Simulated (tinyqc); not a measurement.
# From coverage theta back to interaction z w (positive attracts)

Model: equilibrium and kinetic segregation of a solute to boundaries and growing surfaces. Computed by tinyqc, a small Python program. Command: `OMP_NUM_THREADS=1 python tinyqc.py 3022548 3022549 out.jsonl segreg inv`. One thread of a shared host (Intel(R) Xeon(R) Processor @ 2.30GHz), about 0.03 s of CPU time with the checks.

Inputs (values chosen for the exercise, for a model alloy): segregation energy Q = 0.712 eV; total solute fraction x0 = 0.00044; temperature T = 1200 K; grain size d = 230 nm; boundary thickness delta = 0.41 nm.

Isotherm: Fowler-Guggenheim.

Constants: k_B = 8.617333262e-05 eV/K.

Method. With theta the solute fraction on boundary sites and x that in the grains, theta/(1 - theta) = [x/(1 - x)] exp[(Q + z w theta)/(k_B T)]. Finite grains: boundary sites are the fraction f = 3 delta/d, and x0 = (1 - f) x + f theta; solve both equations for theta; share at boundaries = f theta/x0.

Question. A run gave the result below. Find the interaction z w (positive attracts), known to lie between 0.14 and 0.33 eV.

coverage theta = 0.06967523

Answer.

Each step takes the trial c = (a f_b - b f_a)/(f_b - f_a), f being the result less the target and a, b, c the logarithms of the listed values; c replaces end b, the old b replaces a if the sign of f changed, and otherwise f_a is halved.

Scan of the range:
```
interaction z w (positive attracts) (eV)  coverage theta
0.140                                          0.0693701
0.162                                          0.0695307
0.186                                          0.0697049
0.215                                          0.0699139
0.248                                          0.0701497
0.286                                          0.0704184
0.330                                          0.0707257
```

False position (Illinois rule, in the logarithm of the input) inside the bracket:
```
step     end a     end b     trial  coverage theta
1     0.162000  0.186000  0.181674       0.0696736
2     0.186000  0.181674  0.181898       0.0696752
3     0.186000  0.181898  0.181903       0.0696752
4     0.181898  0.181903  0.181901       0.0696752
```

Coverage theta rises at every point of a 13-point scan of the range (every second point is shown), so one value fits; it is bracketed by 0.162 and 0.186. Answer: interaction z w (positive attracts) = 0.1819 eV.
